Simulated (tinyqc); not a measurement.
Quantum well in an electric field by finite differences, step by step. Values are carried at full precision from step to step, so a last printed digit may differ when a step is redone from the rounded ones.

Finite differences on points z_i at the centres of cells of width h: H_ii = (c/h^2)(1/m_(i-1/2) + 1/m_(i+1/2)) + V_i, H_(i,i+1) = -(c/h^2)/m_(i+1/2), where m_(i+1/2) is the mean of the masses at the two points (the end values are repeated outwards), psi = 0 on the points beyond both ends, c = hbar^2/2m0. The field adds e F (z - z0) with z0 the middle of the structure; 1 kV/cm = 1e-5 eV/angstrom.

Constants: hbar^2/2m0 = 3.80998211 eV angstrom^2.

Values chosen for the exercise (near those of an InGaAs well in InAlAs; the results hold for these values, not for the real material):
- layers = ((36, 0.497, 0.0768), (72, 0, 0.0399), (36, 0.497, 0.0768)) (each layer: thickness in angstrom, band edge in eV, mass in m0)
- F = 120 kV/cm (field along z)
- h = 12 angstrom (cell width of the coarse grid)
- hf = 0.75 angstrom (cell width of the fine grid)

## The coarse grid

List the points, the potential with the field, and the masses.

Grid:

| i | z (angstrom) | V (eV) | m (m0) |
|---|---|---|---|
| 1 | 6.0 | 0.4178 | 0.0768 |
| 2 | 18.0 | 0.4322 | 0.0768 |
| 3 | 30.0 | 0.4466 | 0.0768 |
| 4 | 42.0 | -0.0360 | 0.0399 |
| 5 | 54.0 | -0.0216 | 0.0399 |
| 6 | 66.0 | -0.0072 | 0.0399 |
| 7 | 78.0 | 0.0072 | 0.0399 |
| 8 | 90.0 | 0.0216 | 0.0399 |
| 9 | 102.0 | 0.0360 | 0.0399 |
| 10 | 114.0 | 0.5474 | 0.0768 |
| 11 | 126.0 | 0.5618 | 0.0768 |
| 12 | 138.0 | 0.5762 | 0.0768 |

## The tridiagonal Hamiltonian

Form the diagonal and the neighbouring elements; V in the grid already includes the field.

diagonal H_ii (eV): 1.1068  1.1212  1.2445  1.0806  1.3046  1.3190  1.3334  1.3478  1.1526  1.3453  1.2508  1.2652

H_(i,i+1) (eV): -0.3445  -0.3445  -0.4534  -0.6631  -0.6631  -0.6631  -0.6631  -0.6631  -0.4534  -0.3445  -0.3445

## Lowest levels on the coarse grid

Diagonalise the symmetric tridiagonal matrix; give the three lowest levels and the weights u_i^2 (sum 1) of the two lowest.

levels (eV): 0.0690  0.2988  0.5987

weights on the points:
```
             1      2      3      4      5      6      7      8      9     10     11     12
level 1  0.000  0.003  0.025  0.133  0.202  0.223  0.194  0.135  0.072  0.011  0.001  0.000
level 2  0.004  0.020  0.075  0.216  0.130  0.007  0.055  0.201  0.225  0.057  0.010  0.001
```

## Halving the cell width

The same with h, h/2, ..., h/32. The end points move with h, since psi vanishes half a cell beyond the structure. Richardson value (4 E(h/32) - E(h/16))/3.

Convergence:

| cell (angstrom) | points | E1 (eV) | E2 (eV) | E1 - finest (meV) |
|---|---|---|---|---|
| 12.0000 | 12 | 0.06900 | 0.29883 | -7.088 |
| 6.0000 | 24 | 0.07411 | 0.31281 | -1.974 |
| 3.0000 | 48 | 0.07557 | 0.31659 | -0.516 |
| 1.5000 | 96 | 0.07596 | 0.31766 | -0.130 |
| 0.7500 | 192 | 0.07606 | 0.31798 | -0.028 |
| 0.3750 | 384 | 0.07609 | 0.31809 | 0.000 |

Richardson values of E1, E2 (eV): 0.07610  0.31813

The coarse grid is 7.1 meV too low in E1. The last differences between rows shrink by a factor 3.6 (4 for a pure h^2 error, 2 for one linear in h).

## Positions and dipoles on the fine grid

With h sum psi^2 = 1: <z - z0> of three levels, |z_12| and |z_13|, the mass m1 from 1/m1 = <1|1/m|1>, and f_1j = (m1/c)(E_j - E_1) z_1j^2.

levels (eV): 0.0761  0.3180  0.6444

<z - z0> (angstrom): -3.8  0.2  -10.3

|z_12|, |z_13| (angstrom): 19.33  0.70

m1 = 0.0410 m0

f_12, f_13: 0.973  0.003

Parity is broken, so the 1-3 transition is allowed, with 0.0031 times the strength of 1-2. E2 - E1 = 241.9 meV, a wavelength of 5.1 micrometre (hc = 1239.841984 eV nm). Level 3 lies above the lowest point of the outer barriers, so it is a resonance or a state of the finite grid, and values that rest on it depend on the ends of the grid.

## Checks

- E1 at zero field on the grid h/32 against transfer matrices between the same hard ends, eV: both 0.0784.

(tinyqc, `OMP_NUM_THREADS=1 python tinyqc.py 1250437 1250438 out.jsonl`, Intel(R) Xeon(R) Processor @ 2.30GHz, 1 thread, shared host, about 0.02 s.)
